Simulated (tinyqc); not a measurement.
Worked calculation: Hueckel theory of the pi electrons, for the molecule C=Cc1ccncc(=O)c1 (SMILES; centres numbered as the heavy atoms are written). One step of it, computed by the program tinyqc.

Question. Energy, charges, bond orders. E = sum n x; q_r = z_r - P_rr; bond order p = P_rs; free valence = sqrt(3) - sum of p over the bonds of the atom.

x values: [2.298605, 1.764015, 1.637652, 0.852684, 0.693822, -0.389177, -0.396339, -1.132343, -1.767421, -2.061499]

occupations: [2.000000, 2.000000, 2.000000, 2.000000, 2.000000, 0.000000, 0.000000, 0.000000, 0.000000, 0.000000]

charge and bond-order matrix P, order 1C, 2C, 3C, 4C, 5C, 6N, 7C, 8C, 9O, 10C:
```
[[0.913471, 0.898745, 0.095667, -0.207712, -0.105258, 0.126989, 0.072462, -0.109152, 0.128446, -0.267591],
 [0.898745, 1.009138, 0.423443, -0.009590, -0.080723, 0.030699, 0.017837, -0.066682, 0.019294, -0.013485],
 [0.095667, 0.423443, 0.890396, 0.550432, 0.126366, -0.174526, -0.108445, 0.132798, -0.175834, 0.624351],
 [-0.207712, -0.009590, 0.550432, 0.912848, 0.693521, 0.074484, -0.314376, -0.162972, 0.146283, 0.113504],
 [-0.105258, -0.080723, 0.126366, 0.693521, 0.860967, 0.590912, 0.019958, -0.187388, 0.159145, -0.236892],
 [0.126989, 0.030699, -0.174526, 0.074484, 0.590912, 1.101897, 0.717901, 0.105183, -0.174526, -0.174526],
 [0.072462, 0.017837, -0.108445, -0.314376, 0.019958, 0.717901, 0.828171, 0.503646, -0.141225, 0.254812],
 [-0.109152, -0.066682, 0.132798, -0.162972, -0.187388, 0.105183, 0.503646, 0.836576, 0.536947, 0.569726],
 [0.128446, 0.019294, -0.175834, 0.146283, 0.159145, -0.174526, -0.141225, 0.536947, 1.723361, -0.208613],
 [-0.267591, -0.013485, 0.624351, 0.113504, -0.236892, -0.174526, 0.254812, 0.569726, -0.208613, 0.923175]]
```

Centres:
```
centre  z_r, pi electrons of the neutral centre         h
1C                                            1  0.000000
2C                                            1  0.000000
3C                                            1  0.000000
4C                                            1  0.000000
5C                                            1  0.000000
6N                                            1  0.500000
7C                                            1  0.000000
8C                                            1  0.000000
9O                                            1  1.000000
10C                                           1  0.000000
```

Bonds:
```
i    j         k
1    2         1
2    3         1
3    4         1
4    5         1
5    6         1
6    7  1.000000
7    8         1
8    9         1
8   10         1
10   3         1
```

Give: pi energy = 10 alpha + this times beta; pi charges; Bond orders and lengths from R = 1.517 - 0.180 p; free valence of the carbons; gap between the highest filled and the next level.

Answer.

pi energy = 10 alpha + this times beta = 14.4936

pi charges: [0.0865, -0.0091, 0.1096, 0.0872, 0.1390, -0.1019, 0.1718, 0.1634, -0.7234, 0.0768]

Bond orders and lengths from R = 1.517 - 0.180 p (angstrom, C-C alone):
```
bond       p       R
1-2   0.8987  1.3552
2-3   0.4234  1.4408
3-4   0.5504  1.4179
4-5   0.6935  1.3922
5-6   0.5909       -
6-7   0.7179       -
7-8   0.5036  1.4263
8-9   0.5369       -
8-10  0.5697  1.4144
10-3  0.6244  1.4046
```

free valence of the carbons: [0.8333, 0.4099, 0.1338, 0.4881, 0.4476, 0.5105, 0.1217, 0.5380]

gap between the highest filled and the next level = 1.0830 |beta|
